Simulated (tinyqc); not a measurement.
From results back to parameters: band gaps under pressure and temperature from deformation potentials. Three cases, with inputs chosen for the exercise.

Problem. A gap moves by a ln(V/V0) with V/V0 = (1 + Bp P/B0)^(-1/Bp). B0 and the shifts at two pressures are given.

Find: ratio of the shifts; Bp; a.

Method. The ratio of the shifts, ln(1 + Bp P2/B0)/ln(1 + Bp P1/B0), falls steadily from P2/P1 as Bp grows and so fixes Bp; then a = -shift x Bp/ln(1 + Bp P/B0).

Case 1.

Values chosen (out of a larger set: near those of GaP, the X and L potentials typical of such crystals; not measured data): P12 = (5, 6) GPa (two pressures).

B0 = 88.1667 GPa

shifts at the two pressures (eV): 0.4974894  0.5839691

Solution.

ratio of the shifts = 1.1738
Bp = 4.85
a = -9.93 eV

Case 2.

Values chosen (out of a larger set: near those of GaP, the X and L potentials typical of such crystals; not measured data): P12 = (2, 10) GPa (two pressures).

B0 = 88.4667 GPa

shifts at the two pressures (eV): 0.2156111  0.9242625

Solution.

ratio of the shifts = 4.2867
Bp = 4.17
a = -9.98 eV

Case 3.

Values chosen (out of a larger set: near those of InAs, the X and L potentials typical of such crystals; not measured data): P12 = (1.5, 5) GPa (two pressures).

B0 = 58.1667 GPa

shifts at the two pressures (eV): 0.1485496  0.4409822

Solution.

ratio of the shifts = 2.9686
Bp = 4.66
a = -6.10 eV

Computed by tinyqc, one run a case: `OMP_NUM_THREADS=1 python tinyqc.py N N+1 out.jsonl` with N = 1080043, 1080058, 1080102; one thread of a shared Intel(R) Xeon(R) Processor @ 2.30GHz, about 0.01 s a run at most.
